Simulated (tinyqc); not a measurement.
Raman line shape of confined optical phonons and breathing modes of small crystals: one step, computed by the program tinyqc.

Confinement in 2 direction(s) lets phonons with q away from zero scatter light. q is in units of 2 pi/a, from 0 to 1, and the branch is isotropic: omega(q)^2 = (omega_0^2 + omega_X^2)/2 + ((omega_0^2 - omega_X^2)/2) cos(pi q). The model and its constant beta are phenomenological; beta = 8 is the common choice.

Problem. Intensity at one frequency. Weight W(q) = q^1 exp(-(2 L q/a)^2/(2 beta)) dq, that is exp(-k^2 L^2/(2 beta pi^2)) for k = 2 pi q/a. I(omega) = int W(q) / [(omega - omega(q))^2 + (Gamma_0/2)^2] dq / int W dq x (Gamma_0/2)^2, by 400 Gauss-Legendre points on 0 < q < min(1, 2.5 a sqrt(2 beta)/L). Bulk Lorentzian 1/(1 + (2 offset/Gamma)^2); mean shift = weighted mean of omega(q) less the bulk frequency.

Inputs (values chosen for the exercise, modelled on diamond):

| quantity | value | unit |
|---|---|---|
| bulk frequency omega_0 | 1332 | 1/cm |
| frequency at the zone boundary omega_X | 1140 | 1/cm |
| natural width Gamma_0 | 2.1 | 1/cm |
| lattice constant a | 3.567 | angstrom |
| size L | 13 | nm |
| confinement constant beta | 3 | - |
| probe offset omega - omega_0 | 1.2 | 1/cm |

Shape: wire.

Give: I at the probe offset; bulk Lorentzian there; mean shift, from the weights.

Solution.

I at the probe offset = 0.30192

bulk Lorentzian there = 0.43363

mean shift, from the weights = -0.49570 1/cm
